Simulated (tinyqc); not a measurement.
Classical nucleation, growth and JMAK kinetics of crystallisation from a melt or glass. Changing the time t. Computed by tinyqc, a small Python program. Command: `OMP_NUM_THREADS=1 python tinyqc.py 3022429 3022430 out.jsonl nucl sweep`. One thread of a shared host (Intel(R) Xeon(R) Processor @ 2.30GHz), about 0.01 s of CPU time with the checks.

A spherical nucleus with a sharp interface of isotropic energy gamma; lambda = Omega^(1/3) is the jump distance.

Inputs (values chosen for the exercise, for a model substance): melting point T_m = 1320 K; heat of melting per volume H = 1190 J/cm^3; interface energy gamma = 0.142 J/m^2; atomic volume Omega = 20.1 angstrom^3; temperature T = 806 K; diffusion prefactor D0 = 2.7e-05 m^2/s; activation energy Q = 1.48 eV.

Nucleation: homogeneous. Driving force: Turnbull (linear).

Constants: k_B = 8.617333262e-05 eV/K; k_B = 1.380649e-23 J/K.

Method:
- Driving force per volume: dG = H (T_m - T)/T_m.
- Shape factor f = 1.
- W(r) = f [4 pi r^2 gamma - (4/3) pi r^3 dG]; r* = 2 gamma/dG; W* = f 16 pi gamma^3/(3 dG^2); n* = f (4/3) pi r*^3/Omega.
- D = D0 exp(-Q/(k_B T)); attachment rate k+ = (A*/lambda^2) D/lambda^2 with A* = 4 pi r*^2; Zeldovich factor Z = sqrt(W*/(3 pi k_B T))/n*; sites per volume N = 1/Omega; I = N Z k+ exp(-W*/(k_B T)); lag time = 1/(4 pi Z^2 k+).
- Growth (Wilson-Frenkel): u = (D/lambda) [1 - exp(-dG Omega/(k_B T))].
- D = D0 exp(-Q/(k_B T)).
- JMAK with steady nucleation and growth, nuclei spread at random: extended fraction X_e = (pi/3) I u^3 t^4, X = 1 - exp(-X_e); t_X = [-3 ln(1 - X)/(pi I u^3)]^(1/4); final grains per volume = Gamma(5/4) (3/pi)^(1/4) (I/u)^(3/4), Gamma(5/4) = 0.9064024771. Grain size = (grains per volume)^(-1/3).

One run for each value:
```
time t (s)  fraction X at t  extended fraction
0.00022          2.8307e-03         2.8347e-03
0.00028          7.4103e-03         7.4379e-03
0.00037          2.2424e-02         2.2679e-02
0.00047          5.7339e-02         5.9049e-02
0.00062          1.6373e-01         1.7881e-01
0.00080          3.9083e-01         4.9565e-01
0.00100          7.0183e-01         1.2101e+00
0.00130          9.6845e-01         3.4561e+00
0.00170          9.9996e-01         1.0107e+01
```

What does the table show, and why?

Over the rows, fraction X at t rises from 0.00283 to 1.000 (exponent d ln y / d ln x 4.0 between the first rows and 0.12 between the last); extended fraction rises from 0.00283 to 10.1 (exponent d ln y / d ln x about 4.0 throughout). The extended fraction counts overlapping grains and goes as t^4 (one power from nucleation, three from growth); X follows it while small and saturates as grains impinge.
